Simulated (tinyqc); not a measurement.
Ballistic Schottky-barrier transistor with a two-dimensional channel, WKB contacts: one step of the calculation.

Source Fermi level 0, drain Fermi level -Vd. Far from the contacts Ec = pn - psi, and the gate moves psi one to one; the band edges relax as exp(-x/lam) from pn at the source and pn - Vd at the drain; Ev = Ec - Eg. A carrier of energy w inside the channel band meets at a contact a barrier of height D (the contact edge beyond the channel edge): T = 1 for w >= D, else exp(-S), S = 4 lam sqrt(m/C) [sqrt(D - w) - sqrt(w) arctan sqrt((D - w)/w)], C = hbar^2/(2 m0). The two contacts combine as Ts Td/(Ts + Td - Ts Td).

Question. Current of the holes on a coarse grid. I/W = g (2 q^2/h) int T(w) [N(Es + w) - N(Ed + w)] dw with w the energy of motion along the channel, N(y) = (1/2 pi) sqrt(pi m kB T/C) Fm(-y/kB T), Fm(x) = (1/sqrt(pi)) int_0^infinity u^(-1/2)/(1 + exp(u - x)) du. Electrons: Ds = psi, Dd = psi - Vd, Es = Ec, Ed = Ec + Vd. Holes: Ds = -psi, Dd = Vd - psi, Es = -Ev, Ed = -Ev - Vd. The size of each current is taken; both flow from drain to source and add. Simpson's rule on nE equally spaced w from 0 to wm.

Parameters, values chosen for the exercise; channel values close to those of a molybdenum disulphide layer: temperature T = 300 K; band gap Eg = 1.7 eV; barrier for electrons at both contacts pn = 0.42 eV; hole mass mp = 0.58 m0; valleys or subbands g = 2; screening length at the contacts lam = 3.7 nm; drain bias Vd = 0.1 V; band shift psi of the channel by the gate ps = -1.03 V; upper end of the grid wm = 1.3 eV; points of the grid nE = 13.

Constants: q = 1.602176634e-19 C, kB = 1.380649e-23 J/K, hbar = 1.054571817e-34 J s, h = 6.62607015e-34 J s, m0 = 9.1093837015e-31 kg, Vt = kB T/q, hbar^2/(2 m0) = 0.0380998212 eV nm^2. Results are converted to the units shown.

Give: w; Ts; Td; T; size of the supply difference; current.

Answer.

```
point  w (eV)          Ts          Td           T  size of the supply difference (1/um)
0      0.0000  3.5341e-26  2.1947e-27  2.0664e-27                               0.52226
1      0.1083  1.4571e-14  1.0442e-15  9.7436e-16                             0.0079232
2      0.2167  1.4372e-10  1.1984e-11  1.1062e-11                             1.1995e-4
3      0.3250   7.4642e-8   7.3136e-9   6.6609e-9                             1.8158e-6
4      0.4333   8.1046e-6   9.4450e-7   8.4592e-7                             2.7489e-8
5      0.5417   3.1131e-4   4.3817e-5   3.8412e-5                            4.1614e-10
6      0.6500   0.0054843   9.5137e-4   8.1139e-4                            6.2996e-12
7      0.7583    0.050968    0.011215   0.0092776                            9.5366e-14
8      0.8667     0.26720    0.078056    0.064293                            1.4437e-15
9      0.9750     0.78164     0.33240     0.30415                            2.1855e-17
10     1.0833      1.0000     0.83977     0.83977                            3.3085e-19
11     1.1917      1.0000      1.0000      1.0000                            5.0086e-21
12     1.3000      1.0000      1.0000      1.0000                            7.5822e-23
```

current = 9.8198e-13 uA/um

Range of the model: No scattering, image-force lowering, channel charge or band-to-band tunnelling; parabolic kappa overstates S deep in the gap.

Program tinyqc, `OMP_NUM_THREADS=1 python tinyqc.py 2390045 2390046 out.jsonl`; Intel Xeon 2.30GHz, shared host, one thread, about 0.5 s.
